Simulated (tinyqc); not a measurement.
Charge control and current of a heterostructure field-effect transistor: one step, computed by the program tinyqc.

Two subbands in a triangular well; E_F is counted from the conduction band edge of the channel at the interface.

Task: Saturation current. With V = e n_s/C_g and V_c = v_s L/mu: for v = mu F up to v_s, I/W = C_g v_s V_c (sqrt(1 + (V/V_c)^2) - 1) and V_Dsat = V + V_c - sqrt(V^2 + V_c^2); g_m = dI/dV; extrinsic g_m/(1 + g_m R_S); f_T = g_m/(2 pi C_g L).

Inputs (values chosen for the exercise, modelled on AlGaN/GaN):
```
quantity,value,unit
mobility mu,1300,cm^2/(V s)
saturation velocity v_s,1.3,1e7 cm/s
gate length L,50,nm
source resistance R_S,0.34,ohm mm
temperature T,77,K
```

Charge source: polarisation. Velocity law: two-piece.

sheet density n_s = 5.084304e+12 1/cm^2

gate capacitance C_g = 0.4693576 microfarad/cm^2

Constants: e = 1.602176634e-19 C.

Give: V; V_c; V_Dsat; saturation current I/W; intrinsic g_m; extrinsic g_m; intrinsic f_T.

Result:

V = 1.736 V

V_c = 0.05 V

V_Dsat = 0.04928 V

saturation current I/W = 1029 mA/mm

intrinsic g_m = 609.9 mS/mm

extrinsic g_m = 505.2 mS/mm

intrinsic f_T = 413.6 GHz

V/V_c = 34.71: velocity saturation rules; I is 97 % of e n_s v_s = 1060 mA/mm.
